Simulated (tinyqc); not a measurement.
Overlap of hydrogenic dopants: pairs, impurity band and the Mott density: one step. The pair with two electrons (two-site Hubbard model). Two cases, with inputs chosen for the exercise.

Question. t is the hopping between the two dopants. Singlet at (u - sqrt(u^2 + 16 t^2))/2 below the triplet at 0; estimate 4 t^2/u; weight of double occupancy (1 - u/sqrt(u^2 + 16 t^2))/2; swap time pi hbar/Jx with Jx the splitting in eV. t and u are in units of Ry*.

Constants: hbar = 6.58211957e-16 eV s.

Case 1.

Values chosen (out of a larger set: an isotropic mass and dielectric constant of the size used for donors in GaN; not measured data): u = 0.945 Ry* (cost of a second electron on one dopant).

t = 0.1149925 Ry*
Ry* = 32.11094 meV

Case 2.

Values chosen (out of a larger set: an isotropic mass and dielectric constant of the size used for donors in GaAs; not measured data): u = 0.945 Ry* (cost of a second electron on one dopant).

t = 0.0461198 Ry*
Ry* = 5.48582 meV

Give: singlet-triplet splitting; double occupancy; swap time.

Answer.

Case 1.

singlet-triplet splitting (meV): exact 1.702, 4 t^2/u 1.797

double occupancy = 0.0504
swap time = 1.22 ps

The estimate is 5.6 % too high at 4t/u = 0.49.

Case 2.

singlet-triplet splitting (meV): exact 0.04893, 4 t^2/u 0.04939

double occupancy = 0.0093
swap time = 42.3 ps

The estimate is 0.9 % too high at 4t/u = 0.20.

Computed by tinyqc, one run a case: `OMP_NUM_THREADS=1 python tinyqc.py N N+1 out.jsonl` with N = 1452267, 1452403; one thread of a shared Intel(R) Xeon(R) Processor @ 2.30GHz, about 0.01 s a run at most.
